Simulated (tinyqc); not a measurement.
# Worked calculation: planar ballistic transistor, top-of-the-barrier model

Numbers from tinyqc (`OMP_NUM_THREADS=1 python tinyqc.py 2400062 2400063 out.jsonl`; about 0.01 s on one thread of a shared Intel Xeon 2.30GHz). Printed values are rounded.

At the top of the source barrier, states moving towards the drain are filled by the source (Fermi level 0) and states moving back by the drain (Fermi level -q Vd); nothing scatters. U is the shift of the band edge there, set by the capacitances CG, CD and CS (the total) and by the charge. Parabolic two-dimensional band; the source is grounded.

Inputs (values chosen for the exercise); mass and valleys close to those of germanium: temperature T = 200 K; effective mass m = 0.116 m0; valley degeneracy gv = 4; relative permittivity of the gate insulator eox = 9; insulator thickness tox = 1.5 nm; gate control CG/CS aG = 0.82; drain control CD/CS aD = 0.107; band edge at the barrier top above the source Fermi level at zero bias E0 = 0.35 eV; gate voltage Vg = 0.56 V; drain voltage Vd = 0.05 V.

Constants: q = 1.602176634e-19 C, kB = 1.380649e-23 J/K, hbar = 1.054571817e-34 J s, m0 = 9.1093837015e-31 kg, Vt = kB T/q, eps0 = 8.8541878128e-14 F/cm where lengths are in cm. Results are converted to the units shown.

## Density of states, capacitances and charge at zero bias

N0 = gv m kB T/(pi hbar^2), CG = eps0 eox/tox, vT = sqrt(2 kB T/(pi m)), CS = CG/aG, n0 = n at U = 0 and Vd = 0. eta1 = -(E0 + U)/Vt, eta2 = eta1 - Vd/Vt, n = (N0/2)[F_0(eta1) + F_0(eta2)], F_0(x) = ln(1 + exp x). UL = -(aG Vg + aD Vd).

N0 = 3.340551e12 cm^-2
CG = 5.312513 uF/cm^2
CS = 6.478674 uF/cm^2
n0 = 5060.649 cm^-2
UL = -0.4645500 eV

## Iteration 1: self-consistent potential at the barrier top

U at the start (U = UL) = -0.4645500 eV

eta1 = -(E0 + U)/Vt, eta2 = eta1 - Vd/Vt, n = (N0/2)[F_0(eta1) + F_0(eta2)], F_0(x) = ln(1 + exp x). U(out) = UL + q (n - n0)/CS. Newton step: U(new) = U + (U(out) - U)/(1 + CQ/CS), CQ = (q/Vt) dn/d(eta1) with both F' summed; F_0'(x) = 1/(1 + exp(-x)).

eta1 = 6.646488
eta2 = 3.745358
n = 1.739842e13 cm^-2
U(out) = -0.03428702 eV
CQ = 30.67604 uF/cm^2
U after iteration 1 = -0.3895250 eV

## Iteration 2: self-consistent potential at the barrier top

As before.

eta1 = 2.293341
eta2 = -0.6077887
n = 4.717242e12 cm^-2
U(out) = -0.3478926 eV
CQ = 19.57817 uF/cm^2
U after iteration 2 = -0.3791736 eV

## Course of the iteration: self-consistent potential at the barrier top

Stop when U changes by less than 1e-9 eV, or after 90 iterations.

Course of the iteration:

| iteration | U (eV) | \|change\| (eV) |
|---|---|---|
| 1 | -0.3895250 | 0.0750 |
| 2 | -0.3791736 | 0.0104 |
| 3 | -0.3785260 | 6.48e-4 |
| 4 | -0.3785235 | 2.53e-6 |
| 5 | -0.3785235 | 3.88e-11 |

Converged in 5 iterations. At the end the number of correct digits about doubles with each step.

## Current, mean velocity and share of the gate voltage

converged U = -0.3785235 eV

N0 = gv m kB T/(pi hbar^2), CG = eps0 eox/tox, vT = sqrt(2 kB T/(pi m)), CS = CG/aG, n0 = n at U = 0 and Vd = 0. eta1 = -(E0 + U)/Vt, eta2 = eta1 - Vd/Vt, n = (N0/2)[F_0(eta1) + F_0(eta2)], F_0(x) = ln(1 + exp x). I = q (N0/2) vT [F_(1/2)(eta1) - F_(1/2)(eta2)] per width, F_(1/2)(x) = (2/sqrt(pi)) int_0^infinity u^(1/2)/(1 + exp(u - x)) du. Mean velocity I/(q n). CQ = (q/Vt) dn/d(eta1); the band edge follows the gate as -dU/dVg = aG/(1 + CQ/CS).

eta1 = 1.655005
n = 3.478630e12 cm^-2
I = 718.4657 uA/um
mean velocity = 1.289102e7 cm/s
CQ = 16.50454 uF/cm^2
-dU/dVg = 0.2311475 eV/V

The carriers from the source are near degeneracy (eta1 = 1.66), and the mean velocity is 0.999 times vT = sqrt(2 kB T/(pi m)) = 1.29e7 cm/s.
